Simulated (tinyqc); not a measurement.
Growth mode over temperature: epitaxial growth on a vicinal surface: Burton-Cabrera-Frank step flow, step-edge barrier and island nucleation. Computed by tinyqc, a small Python program. Command: `OMP_NUM_THREADS=1 python tinyqc.py 3014169 3014170 out.jsonl stepflow walk`. One thread of a shared host (Intel(R) Xeon(R) Processor @ 2.30GHz), about 0.01 s of CPU time with the checks.

Adatoms land at rate F, hop on a square grid (a simplification for hexagonal faces), desorb, or join steps. Lengths are in units of a and n is the adatom coverage. Steps ascend at x = 0 and descend at x = l.

Inputs (values chosen for the exercise, close to those used for GaAs(001)):
```
quantity                     value      unit
site spacing a                   4  angstrom
step height h                 2.83  angstrom
diffusion barrier E_d         1.31        eV
desorption energy E_a         2.65        eV
adatom formation energy E_f  0.837        eV
step-edge barrier E_s         0.22        eV
attempt frequency nu            10       THz
deposition rate F            0.036  layers/s
miscut angle                     1   degrees
temperature T                  560         C
critical nucleus size i          1         -
```

Constants: k_B = 8.617333262e-05 eV/K.

Method:
- D = nu exp(-E_d/(k_B T)) (a^2/s, nu counted per direction); tau = exp(E_a/(k_B T))/nu; x_s = sqrt(D tau); n_eq = exp(-E_f/(k_B T)); terrace width l = h/(a tan(miscut)); Schwoebel length l_s = exp(E_s/(k_B T)) - 1.
- D n'' - n/tau + F = 0 with n(0) = n_eq and -l_s n'(l) = n(l) - n_eq. With u = n - F tau, A = n_eq - F tau, y = l/x_s, s = l_s/x_s: u = A cosh(x/x_s) + B sinh(x/x_s), B = A (1 - cosh y - s sinh y)/(sinh y + s cosh y). Flux into the ascending step J+ = D B/x_s, over the descending one J- = -(D/x_s)(A sinh y + B cosh y); step velocity J+ + J-; growth rate (J+ + J-)/l. For small y: J+ + J- = (F - n_eq/tau) l, J-/J+ = l/(l + 2 l_s).
- Island density on a flat surface without desorption: N = 0.25 (F/D)^(i/(i+2)) exp(E_i/((i+2) k_B T)) per site, with E_i = 0 for i = 1; spacing l_n = N^(-1/2). Step flow needs an effective width l_eff = 2 x(peak) below l_n.
- Temperatures in kelvin are T(C) + 273.15.
- x(peak) solves tanh(x/x_s) = -B/A. Rows where evaporation outweighs deposition are left out.

Scales:
```
T (C)     x_s (a)  l_s (a)  incorporated share  l_n (a)  l_eff/l_n
360    2.1533e+05   55.385             1.00000    9.341     6.8445
410    8.7653e+04   40.976             1.00000   12.520     4.8649
460    4.0334e+04   31.532             1.00000   16.123     3.6139
510    2.0494e+04   25.047             1.00000   20.104     2.7862
560    1.1295e+04   20.419             1.00000   24.412     2.2166
610    6.6591e+03   17.007             0.99999   28.998     1.8109
660    4.1548e+03   14.423             0.99994   33.817     1.5132
710    2.7197e+03   12.420             0.99960   38.824     1.2889
760    1.8548e+03   10.835             0.99722   43.981     1.1160
```

What follows from these numbers?

The ratio stays above 1: islands in every row. Incorporation goes from 100.0 % to 99.7 %.

Extremes, crossings and ranges named in words are read from the listed rows.
